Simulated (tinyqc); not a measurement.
Stretching all distances: RHF, UHF, MP2, CISD and CCSD against full CI in the sto-3g basis, for H6, spin multiplicity 1. Computed by the program tinyqc with PySCF. All coordinates are multiplied by the scale. c0^2 is the weight of the RHF determinant in the lowest singlet FCI state (UHF is spin-contaminated and may lie near states of higher spin) and n(LUMO) the first natural occupation beyond the occupied space.

Geometry (angstrom):
```
atom       x       y       z
H     0.0000  0.0000  0.0000
H     0.0000  0.0000  0.7180
H     0.0000  0.0000  1.6900
H     0.0000  0.0000  2.4080
H     0.0000  0.0000  3.3790
H     0.0000  0.0000  4.0980
```

Full CI energy (hartree) and errors against it (kcal/mol):
```
scale  distance 1-2 (angstrom)    E(FCI)      RHF     UHF      MP2    CISD   CCSD  <S^2> UHF   c0^2  n(LUMO)
0.870                    0.625  -3.15600   30.057  30.057    8.361   0.385  0.053      0.000  0.977    0.027
1.170                    0.840  -3.32812   46.121  46.121   15.979   1.374  0.109      0.000  0.950    0.053
1.480                    1.063  -3.24502   71.912  71.912   29.116   4.480  0.242      0.000  0.896    0.099
1.780                    1.278  -3.11339  109.275  88.985   48.948  12.169  0.426      1.107  0.804    0.174
2.080                    1.493  -2.99513  160.019  72.063   75.976  27.720  0.552      2.027  0.672    0.283
2.390                    1.716  -2.90804  223.480  45.581  107.775  53.218  0.461      2.541  0.520    0.421
```

What does the comparison show, and why?

UHF parts from RHF first at scale 1.78 of those listed, where <S^2> leaves zero. The weight c0^2 goes from 0.98 to 0.52 and n(LUMO) from 0.03 to 0.42: static correlation grows as the bonds break into open-shell fragments. The spread of the error along the curve, which distorts its shape, is CCSD 0.5, CISD 52.8, UHF 58.9, MP2 99.4, RHF 193.4 kcal/mol. The table stops here: at scale 2.69 and beyond, the reference weight falls under 0.45 or RHF, UHF or CCSD hop between solutions, so those rows were left out and the spreads given cover only the rows shown. As computed, partly on other solutions, the errors there reach in size RHF 289, UHF 26, MP2 136, CISD 84, CCSD 0 kcal/mol.
